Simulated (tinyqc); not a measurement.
# Resistance of a tapered via with liner, size effect and interface: via resistance against the height

A round via whose diameter grows from db at the bottom as D(z) = db + 2 z/tan(ang). The fill, of diameter D - 2 tl, starts above the bottom liner (thickness fb tl) and has rho = rho0 (1 + ks lam/(D - 2 tl)); the sidewall liner conducts in parallel with it. The bottom liner and the interface are crossed over the full area pi db^2/4. Spreading in the lines above and below is left out.

Slices between z0 = fb tl and hv, evaluated at their midpoints: conductance per length pi/4 [(D - 2 tl)^2/rho + (D^2 - (D - 2 tl)^2)/rl], slice resistance = slice height over that. 2000 slices. R_fill = sum of the slices; R_bottom = rl fb tl/(pi db^2/4); R_interface = ri/(pi db^2/4); ballistic (Sharvin) limit 1/(Sb pi (db - 2 tl)^2/4); ideal cylinder rho0 hv/(pi db^2/4).

Parameters, values chosen for the exercise; fill metal close to molybdenum:
```
symbol    value      unit                                               meaning
db           55        nm                                diameter at the bottom
ang          88   degrees                                        sidewall angle
rho0       5.28   uohm cm                          bulk resistivity of the fill
lam        11.3        nm                            mean free path of the fill
ks          1.1                                              size-effect factor
tl          0.5        nm                                 liner on the sidewall
fb            1                   liner at the bottom over that on the sidewall
rl          170   uohm cm                              resistivity of the liner
ri      7.8e-13  ohm cm^2                   interface resistivity at the bottom
Sb       1.3e15     S/m^2  ballistic conductance per area, about 3/(4 rho0 lam)
```

The same in every row: R_bottom (ohm) = 0.35777; R_interface (ohm) = 0.032831; ballistic limit (ohm) = 0.33588.

Via resistance against the height:
```
hv (nm)	R_fill (ohm)	R (ohm)	R over ideal cylinder	largest part
33	0.87878	1.2694	1.7309	fill
48	1.2589	1.6495	1.5463	fill
69	1.7663	2.1569	1.4065	fill
100	2.4670	2.8576	1.2858	fill
140	3.2952	3.6858	1.1846	fill
210	4.5703	4.9609	1.0630	fill
300	5.9483	6.3389	0.95077	fill
440	7.6604	8.0510	0.82333	fill
```

What does the table show?

R rises from 1.27 to 8.05 ohm. The fill is the largest part at hv = 33 and in all other rows. The share of the two bottom terms goes from 30.8 to 4.85 %.

Program tinyqc, `OMP_NUM_THREADS=1 python tinyqc.py 2750147 2750148 out.jsonl`; Intel Xeon 2.30GHz, shared host, one thread, about 0.01 s.
